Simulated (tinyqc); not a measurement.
Inside a calculation. Method: inverse iteration on a symmetric matrix. Computed by tinyqc, a small Python program that keeps every step. Settings: method = inverse, shift = 1.03. Command: `OMP_NUM_THREADS=1 python tinyqc.py 23031 23032 out.jsonl` (the two numbers bound the seeds that draw the settings). One thread of a shared host (Intel(R) Xeon(R) Processor @ 2.60GHz), about 0.01 s of CPU time with the checks.

A, lower triangle:
```
         1       2        3       4
1   0.6530
2   1.5550  0.9060
3  -0.7840  0.1580   1.1360
4   0.8340  0.4160  -0.7030  1.6070
```

Stop when the residual |A v - lambda v| is below 1e-9.

Steps:
```
step    lambda  residual
1     1.076600  5.03e-01
2     1.020388  3.95e-01
3     1.001316  3.90e-01
4     0.983583  3.88e-01
5     0.966116  3.85e-01
6     0.948945  3.81e-01
7     0.932132  3.77e-01
8     0.915734  3.72e-01
9     0.899803  3.66e-01
10    0.884382  3.60e-01
11    0.869510  3.53e-01
12    0.855216  3.46e-01
13    0.841524  3.38e-01
14    0.828450  3.30e-01
15    0.816006  3.22e-01
16    0.804194  3.13e-01
17    0.793014  3.05e-01
18    0.782460  2.96e-01
19    0.772522  2.87e-01
20    0.763184  2.78e-01
21    0.754430  2.69e-01
22    0.746241  2.60e-01
23    0.738594  2.51e-01
24    0.731467  2.42e-01
25    0.724835  2.34e-01
26    0.718674  2.25e-01
27    0.712957  2.17e-01
28    0.707661  2.09e-01
29    0.702761  2.01e-01
30    0.698231  1.93e-01
```

Can the last value be used, and what does the course show?

Not by the stop rule. Not converged in 30 steps: the residual falls only by the ratio of the two smallest distances of eigenvalues from the shift, 0.96 a step. all eigenvalues, for comparison: -1.0119  0.6475  1.4305  3.2360.
